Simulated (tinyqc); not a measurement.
What moves the response: phonon-assisted absorption at an indirect gap.

alpha(E) = sum_j A_j [N_j (E - Eg + w_j)^2 + (N_j + 1)(E - Eg - w_j)^2], each bracket counted only where its base is positive; N_j = 1/(exp(w_j/kB T) - 1). The first term absorbs a phonon and the second emits one; excitons and direct transitions are left out.

Photodiode (Gaertner form with a dead layer): QE = (1 - R) exp(-alpha xj) [1 - exp(-alpha W)/(1 + alpha L)], R = ((nr - 1)/(nr + 1))^2; responsivity = QE/E in A/W for E in eV.

Constants: kB = 8.617333262e-05 eV/K.

Parameters, chosen for this exercise (loosely those of GaP at room temperature; Eg is not tied to T; the results hold for these values, not for the real material): Eg = 2.259 eV (indirect gap, held fixed unless listed); w = (45.9, 13) meV (two zone-edge phonons); A = (6500, 1200) 1/(cm eV^2) (their strengths); T = 400 K; E = 2.45 eV (photon energy); nr = 3.33 (refractive index); xj = 0.11 micrometre (dead layer at the surface); W = 13 micrometre (depleted width); L = 50 micrometre (minority diffusion length below it).

At the energy E.

Results for these values:

| case | alpha (1/cm) | QE |
|---|---|---|
| base | 546.9 | 0.6133 |

What happens to each result for Eg = 2.239 eV, all else kept?

Answer: alpha rises from 546.9 to 675.8; QE rises from 0.6133 to 0.6383.

The same for each parameter in turn:

| case | alpha (1/cm) | QE |
|---|---|---|
| base | 546.9 | 0.6133 |
| Eg = 2.239 eV | 675.8 | 0.6383 |
| T = 450 K | 617.1 | 0.6282 |
| W = 26 micrometre | 546.9 | 0.6606 |
| L = 25 micrometre | 546.9 | 0.5596 |
| xj = 0.22 micrometre | 546.9 | 0.6096 |
| nr = 3.5 | 546.9 | 0.5968 |

Computed by tinyqc, a small Python program: `OMP_NUM_THREADS=1 python tinyqc.py 1651237 1651238 out.jsonl` (the numbers bound the seed that draws the inputs); one thread of a shared host (Intel(R) Xeon(R) Processor @ 2.30GHz), about 0.01 s for the whole set of steps.
